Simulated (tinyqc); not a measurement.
Finnis-Sinclair potential for a bcc metal: fit to cohesion and elasticity, then vacancy, surfaces and structure: one step, computed by the program tinyqc. Command: `OMP_NUM_THREADS=1 python tinyqc.py 3113936 3113937 out.jsonl fsfit walk`. One thread of a shared host (Intel(R) Xeon(R) Processor @ 2.30GHz), about 0.01 s of CPU time with the checks.

E = (1/2) sum V(r) - A sqrt(rho), rho = sum phi(r), phi = (r - d)^2 for r < d, V = (r - c)^2 (c0 + c1 r + c2 r^2) for r < c. In bcc the 8 first neighbours lie at sqrt(3) a/2 and the 6 second at a; both cut-offs lie below the third shell; Omega = a^3/2; E is per atom and z the number of atoms in a shell. The four constants A, c0, c1, c2 are fitted to E_c, zero pressure, B and C12 - C44 alone, so C44 and C11 - C12 are not matched singly; defects are unrelaxed.

Problem. Density sums and the constant A. rho = sum z phi, rho1 = sum z r phi', rho2 = sum z r^2 phi''. At zero pressure the effective pair part V + 2 F' phi obeys C12 = C44, so C12 - C44 = F'' (rho1/3)^2/Omega with F'' = A/(4 rho^(3/2)); this gives A.

Inputs (values chosen for the exercise, modelled on tantalum):
```
quantity             value      unit
lattice constant a   3.306  angstrom
target C12             165       GPa
target C44            81.3       GPa
density cut-off d/a  1.247         -
```

Constants: 1 eV/angstrom^3 = 160.2176634 GPa.

Give: rho; rho1; rho2; A.

Solution.

rho = 16.69 angstrom^2

rho1 = -90.09 angstrom^2

rho2 = 262.3 angstrom^2

A = 2.855 eV/angstrom
